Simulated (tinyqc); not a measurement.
Voltage acceleration of oxide breakdown, four models on the same data: effect of the use temperature.

Field E = V/tox in MV/cm. Models: ln(t63/1 s) = a - c X with X = E (E model), -1/E (1/E model), ln V (power law, c the exponent n) or sqrt(E).

With a and c fitted to the stress data, the voltage for ten years solves a - c X + ln(temperature factor times ks) = ln 3.15576e8; temperature factor exp[(Ea q/kB)(1/Tu - 1/Ts)].

Values chosen for this exercise: oxide thickness tox = 4.5 nm; stress temperature Ts = 423 K; activation energy Ea = 0.95 eV; factor for area and percentile ks = 0.0005.

Constants: q = 1.602176634e-19 C, kB = 1.380649e-23 J/K. Results are converted to the units shown.

```
model,c,a
E,4.31182,50.1497
1/E,414.675,-35.2855
power,42.6006,70.6770
sqrt E,27.1571,92.6950
```

Effect of the use temperature:
```
Tu (K),temperature factor,"V for ten years, E (V)","V for ten years, 1/E (V)","V for ten years, power (V)","V for ten years, sqrt E (V)"
273,1.656e6,3.893,3.877,3.886,3.890
298,5.594e4,3.539,3.622,3.589,3.567
328,1898,3.186,3.398,3.315,3.258
358,113.5,2.892,3.233,3.103,3.012
378,22.26,2.722,3.144,2.986,2.874
398,5.140,2.569,3.068,2.885,2.752
423,1.000,2.398,2.988,2.777,2.620
```

What does the table show?

The temperature factor falls from 1.66e6 to 1.00, and the allowed voltage by 38.4 % in the E model and 22.9 % in the 1/E model: the steeper a model is near use conditions, the less voltage a given factor in time costs.

Range of the model: All four laws are empirical fits; none is established far below the stress range.

Computed by the program tinyqc: `OMP_NUM_THREADS=1 python tinyqc.py 2070054 2070055 out.jsonl`, one thread of a shared Intel Xeon 2.30GHz, about 0.01 s for the whole run.
